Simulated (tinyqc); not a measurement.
Length of a polyene: Hueckel, PPP and singles CI along the polyenes. Computed by the program tinyqc. 

All-trans chains of carbon centres 1.40 angstrom apart:
```
parameter,value
"beta (eV), times 1 +/- alternation",-2.140000
alternation,0.050000
W (eV),11.160000
gamma_rr (eV),10.400000
repulsion formula,MN
```

Hueckel uses the same beta without repulsion; CIS keeps all single excitations and so misses the low, doubly excited 2Ag state. W is the valence ionisation energy of a centre, MN the Mataga-Nishimoto formula, f the oscillator strength.

Gaps and excitations (eV):
```
centres,Hueckel gap,PPP orbital gap,bright singlet (CIS),f,lowest triplet (CIS)
2,4.4940,9.6653,7.1084,0.6094,1.8796
4,2.8995,7.5199,5.0521,0.9718,1.1371
6,2.1728,6.4381,4.0866,1.3688,0.8060
8,1.7616,5.7884,3.5153,1.7429,0.6268
10,1.4983,5.3582,3.1375,2.0929,0.5176
```

The Hueckel gap tends to 4 x alternation x |beta| = 0.43 eV for long chains. Exchange opens the PPP orbital gap, and the attraction of electron and hole brings the bright state 2.22 eV below it at 10 centres; the triplet lies 2.62 eV lower still.
